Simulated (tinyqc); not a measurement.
X-ray reflectivity of a thin film on silicon: critical angles, Parratt recursion, fringes and roughness: one step, computed by the program tinyqc.

n = 1 - delta + i beta; the classical electron radius is r_e = 2.8179403e-6 nm. Layer 0 is vacuum, 1 the film, 2 the substrate.

Problem. Reflectivity at one angle. k_j = (2 pi/lambda) sqrt(sin^2 theta - 2 delta_j + 2 i beta_j); r_ij = (k_i - k_j)/(k_i + k_j) x exp(-2 k_i k_j sigma^2) (Nevot-Croce); r = (r_01 + r_12 p)/(1 + r_01 r_12 p), p = exp(2 i k_1 d); R = |r|^2.

Inputs (values chosen for the exercise, modelled on Si3N4 on silicon, copper K-alpha radiation):
```
quantity,value,unit
wavelength lambda,0.15406,nm
film thickness d,16.9,nm
roughness of the surface sigma_1,0.49,nm
roughness of the interface sigma_2,0.65,nm
grazing angle theta,1.71,degrees
```

Constants:
```
layer,rho_e (1/nm^3),delta,beta,critical angle (degrees),q_c (1/nm)
film,838.7517,8.928225e-06,1.428516e-07,0.2421142,0.3446812
substrate,711.4015,7.572626e-06,1.741704e-07,0.2229774,0.3174375
```

Give: k_0, k_1, k_2; 1000 r_01; 1000 r_12; p; reflectivity R; q = 4 pi sin(theta)/lambda.

Solution.

k_0, k_1, k_2 (1/nm): [1.217, 1.205, 1.207]

1000 r_01 = 2.505-0.041i

1000 r_12 = -0.2271-0.0051i

p = -0.9862+0.1188i

reflectivity R = 7.452e-06

q = 4 pi sin(theta)/lambda = 2.434 1/nm
